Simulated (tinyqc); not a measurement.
Charge neutrality of a doped semiconductor with incomplete ionisation: one step, computed by the program tinyqc.

Energies are counted from the top of the valence band; E_D is measured down from the conduction band and E_A up from the valence band.

Problem. Gap and effective densities of states. E_g = E_g0 - alpha T^2/(T + beta). N_c = 2 M_c (2 pi m_e k_B T/h^2)^(3/2) and N_v = 2 (2 pi m_h k_B T/h^2)^(3/2), masses in units of m_0. n_i = sqrt(N_c N_v) exp(-E_g/(2 k_B T)); E_i = E_g/2 + (k_B T/2) ln(N_v/N_c).

Inputs (values chosen for the exercise, modelled on GaN):
```
quantity,value,unit
gap at 0 K E_g0,3.57,eV
Varshni alpha,0.000878,eV/K
Varshni beta,804,K
electron mass m_e,0.203,m_0
valleys M_c,1,-
hole mass m_h,1.37,m_0
temperature T,450,K
```

Doping: n-type. Statistics of the bands: Boltzmann.

Constants: m_0 = 9.1093837015e-31 kg; k_B = 1.380649e-23 J/K; h = 6.62607015e-34 J s; k_B = 8.617333262e-05 eV/K.

Give: gap E_g; N_c; N_v; k_B T; intrinsic density n_i; intrinsic level E_i.

Solution.

gap E_g = 3.428 eV

N_c = 4.217e+18 cm^-3

N_v = 7.392e+19 cm^-3

k_B T = 0.03878 eV

intrinsic density n_i = 1.121 cm^-3

intrinsic level E_i = 1.770 eV
